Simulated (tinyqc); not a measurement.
What moves the results: static screening by free carriers. A value that a table varies takes the place of the one given here.

kF = (3 pi^2 n/Mv)^(1/3), EF = c kF^2/m with c = hbar^2/2m0, n in 1/angstrom^3 (1e-24 per 1/cm^3), e2 = e^2/(4 pi eps0). Thomas-Fermi: qTF^2 = 6 pi e2 n/(eps EF). Debye: qD^2 = 4 pi e2 n/(eps kB T).

F_j(eta) = (1/Gamma(j + 1)) integral_0^infinity x^j dx/(1 + exp(x - eta)), which tends to exp(eta) for eta << 0.

At finite T: qs^2 = qD^2 F_-1/2(eta)/F_1/2(eta), where n = Mv N F_1/2(eta) and N = 2 (m kB T/(4 pi c))^(3/2) with c = hbar^2/2m0, in 1/angstrom^3; times 1e24 for 1/cm^3.

Donor in the screened potential -(e2/eps) exp(-qs r)/r with the trial function exp(-r/a): E(a) = c/(m a^2) - (e2/eps) 4/(a (2 + qs a)^2), e2 = e^2/(4 pi eps0), c = hbar^2/2m0; isotropic mass.

Constants: hbar^2/2m0 = 3.80998211 eV angstrom^2; e^2/(4 pi eps0) = 14.39964547 eV angstrom; kB = 8.617333262e-05 eV/K; a0 (Bohr radius) = 0.5291772105 angstrom.

Parameters, chosen for this exercise (near those of SiC; the results hold for these values, not for the real material):
- m = 0.38 m0 (mass of one isotropic valley)
- Mv = 3 (valleys)
- eps = 9.19 (background dielectric constant)
- T = 400 K
- n = 8.4e+17 1/cm^3 (carrier density)

## Screening unbinds the donor

All carriers n are taken as free and screen with qs(T); E(a) is minimised over a; a dash marks no bound state. aB = a0 eps/m.

Donor level:
```
n (1/cm^3)  n^(1/3) aB  qs aB  E (meV)   a/aB
4.0e+15          0.020  0.019   -58.88  1.000
3.0e+16          0.040  0.053   -54.98  1.002
2.0e+17          0.075  0.137   -46.07  1.012
5.0e+17          0.102  0.216   -38.60  1.029
1.0e+18          0.128  0.304   -31.20  1.055
3.0e+18          0.185  0.520   -16.82  1.157
8.0e+18          0.256  0.824    -3.99  1.468
2.0e+19          0.347  1.221        -      -
```

aB = 12.8 angstrom

The level rises from -58.88 meV at the lowest density to -3.99 meV at 8e+18 1/cm^3, against -61.22 meV unscreened. The trial function finds no bound state from 2e+19 1/cm^3 on, where qs aB = 1.22 and n^(1/3) aB = 0.35. This trial function loses binding at qs aB = 1 and the exact Yukawa problem at 1.19; the Mott rule of thumb is n^(1/3) aB = 0.26.

## From Debye to Thomas-Fermi

Screening lengths (angstrom):
```
n (1/cm^3)    eta   Debye  Thomas-Fermi  finite T
8.0e+16     -5.83   147.9         19.04     148.0
5.0e+17     -3.99   59.17         14.03     59.36
3.0e+18     -2.16   24.16         10.41     24.62
1.0e+19     -0.87   13.23         8.515     14.06
4.0e+19      0.90   6.616         6.758     8.104
1.0e+20      2.55   4.184         5.801     6.188
5.0e+20      8.33   1.871         4.436     4.464
2.0e+21     21.21  0.9356         3.521     3.524
```

Debye is within 5 % of the finite-T length up to 3e+18 1/cm^3 of the densities listed and Thomas-Fermi from 5e+20 on. The length goes as n^-0.50 at the low end and n^-0.17 at the high end, against the limits -1/2 and -1/6. Both limits give too short a length.

## What sets the screening length

All results formed anew. Each row changes one parameter from the base and keeps the others.

Results:
```
case                 Debye (angstrom)  Thomas-Fermi (angstrom)  finite T (angstrom)
base                            45.65                    12.87                45.90
n = 1.68e+18 1/cm^3             32.28                    11.46                32.63
m = 0.494 m0                    45.65                    11.28                45.82
eps = 11.028                    50.01                    14.09                50.28
T = 460 K                       48.96                    12.87                49.17
Mv = 4                          45.65                    11.69                45.84
```

The largest shifts from the base row, up to three for each result and ties (the steps differ in size, so this ranks the rows, not the parameters). Debye (angstrom): n -13.4, eps +4.36, T +3.30; unchanged at the printed digits by m and Mv. Thomas-Fermi (angstrom): m -1.58, n -1.40, eps +1.23; unchanged at the printed digits by T. finite T (angstrom): n -13.3, eps +4.38, T +3.27.

(tinyqc, `OMP_NUM_THREADS=1 python tinyqc.py 1682251 1682252 out.jsonl`, Intel(R) Xeon(R) Processor @ 2.30GHz, 1 thread, shared host, about 0.01 s.)
